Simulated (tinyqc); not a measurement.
Chemically amplified photoresist: aerial image, acid generation, bake, development and line width. Changing the development selectivity n. Computed by tinyqc, a small Python program. Command: `OMP_NUM_THREADS=1 python tinyqc.py 3010567 3010568 out.jsonl resist sweep`. One thread of a shared host (Intel(R) Xeon(R) Processor @ 2.30GHz), about 0.03 s of CPU time with the checks.

Lines and spaces of pitch p with a two-beam-like image; x = 0 is the middle of the bright space. The resist is positive and treated as uniform in depth.

Inputs (values chosen for the exercise, for a model resist at 248 nm):
```
quantity                                         value     unit
pitch p                                            370       nm
image contrast c                                  0.83        -
mean dose E                                       18.4  mJ/cm^2
Dill parameter C                                 0.023  cm^2/mJ
quencher load q, relative to the acid generator   0.14        -
acid diffusivity D                                  16   nm^2/s
bake time t                                         60        s
amplification rate k_amp                         0.033      1/s
threshold protection m_th                         0.46        -
largest rate r_max                                 330     nm/s
smallest rate r_min                              0.024     nm/s
resist thickness d                                 480       nm
development time t_d                                60        s
```

Method:
- Dose E(x) = E [1 + c cos(2 pi x/p)]; acid h = 1 - exp(-C E(x)).
- Bake: the acid image is blurred by a Gaussian of variance sigma^2 = 2 D t (each Fourier term k of h, taken on 64 points, is multiplied by exp(-4 pi^2 k^2 D t/p^2)).
- The quencher then removes q, h_eff = max(h_blurred - q, 0); protection m = exp(-k_amp t h_eff).
- Mack rate r = r_max (a + 1)(1 - m)^n/(a + (1 - m)^n) + r_min, a = ((n + 1)/(n - 1))(1 - m_th)^n.
- Edge: vertical development clears the film where r t_d >= d; the space width is twice the x where r = d/t_d.
- Dose sensitivity = d ln(width)/d ln E from widths at 1.005 E and E/1.005; image log-slope at the edge = |d ln E/dx|, normalised by the width (NILS); latitude for 10 % of width = 10 %/sensitivity.

One run for each value:
```
development selectivity n  space width (nm)  dose sensitivity  dose latitude (%)
2                                    279.57            0.5150             19.418
4                                    222.01            0.6636             15.069
6                                    189.34            0.8806             11.356
8                                    167.03            1.1202              8.927
12                                   136.60            1.6681              5.995
16                                   115.61            2.3304              4.291
24                                    86.48            4.1765              2.394
```

Give the missing row, development selectivity n = 3.

Computed row:
```
development selectivity n  space width (nm)  dose sensitivity  dose latitude (%)
3                                    245.93            0.5708             17.519
```

Interpolating between the two neighbouring rows (the first column on a logarithmic scale, the others too where they are positive) misses most in dose sensitivity, by 4.6 %. Over the rows, space width (nm) falls from 280 to 86.5 (exponent d ln y / d ln x -0.32 between the first rows and -0.72 between the last); dose sensitivity rises from 0.515 to 4.18 (exponent d ln y / d ln x 0.25 between the first rows and 1.4 between the last); dose latitude (%) falls from 19.4 to 2.39 (exponent d ln y / d ln x -0.25 between the first rows and -1.4 between the last). A larger n moves the protection at which the film just clears towards m_th, so more acid is needed and the space narrows.

Caution (all rows): lateral development, standing waves and the joint diffusion of acid and quencher are left out, so widths are indicative.
